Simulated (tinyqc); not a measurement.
Three structures under pressure: Born-Mayer model of an ionic crystal AB. Computed by tinyqc, a small Python program. Command: `OMP_NUM_THREADS=1 python tinyqc.py 3001306 3001307 out.jsonl bornmayer walk`. One thread of a shared host (Intel(R) Xeon(R) Processor @ 2.30GHz), about 0.01 s of CPU time with the checks.

Energies are per ion pair and r is the nearest distance of unlike ions.

Inputs (values chosen for the exercise, for a model salt): ionic charge z = 1; unlike repulsion lambda = 746 eV; range rho = 0.323 angstrom.

Structure: caesium chloride. Short range: nearest neighbours only.

Constants: e^2/(4 pi eps_0) = 14.39964548 eV angstrom; 1 eV/angstrom^3 = 160.2176634 GPa.

Method:
- Madelung constant M, unlike neighbours z1, like neighbours z2 at f r, volume per pair: rock salt 1.747565, 6, 12, sqrt2, 2 r^3; caesium chloride 1.762675, 8, 6, 2/sqrt3, 8 r^3/(3 sqrt3); zinc blende 1.638055, 4, 12, sqrt(8/3), 16 r^3/(3 sqrt3).
- U(r) = -M z^2 e^2/(4 pi eps_0 r) + z1 lambda exp(-r/rho).
- With the volume written as c r^3, under pressure take the root at the minimum of the enthalpy and solve U'(r) + 3 c r^2 P = 0; H = U + P V; B = (U'' - 2 U'/r)/(9 c r).

Enthalpy (eV per pair):
```
P (GPa),rock salt,caesium chloride,zinc blende
0,-8.2744,-8.0395,-8.1399
2,-7.8125,-7.6330,-7.5468
5,-7.1654,-7.0588,-6.7327
10,-6.1710,-6.1692,-5.5055
20,-4.3838,-4.5560,-3.3432
40,-1.2768,-1.7233,0.3388
70,2.7348,1.9690,5.0044
100,6.2832,5.2587,9.0747
```

volumes at zero pressure (angstrom^3): rock salt 38.234, caesium chloride 33.505, zinc blende 49.712

At zero pressure the order is rock salt < zinc blende < caesium chloride. Between 10 and 20 GPa the lowest enthalpy passes from rock salt to caesium chloride. Pressure favours the denser structure, through P V. The Madelung constants, the number of repulsive contacts and the volumes (38.2, 33.5, 49.7 angstrom^3 at P = 0) all matter. Caution: rigid ions with fixed charges leave out polarisation and covalency, so such models often misplace transition pressures.

Extremes, crossings and ranges named in words are read from the listed rows.
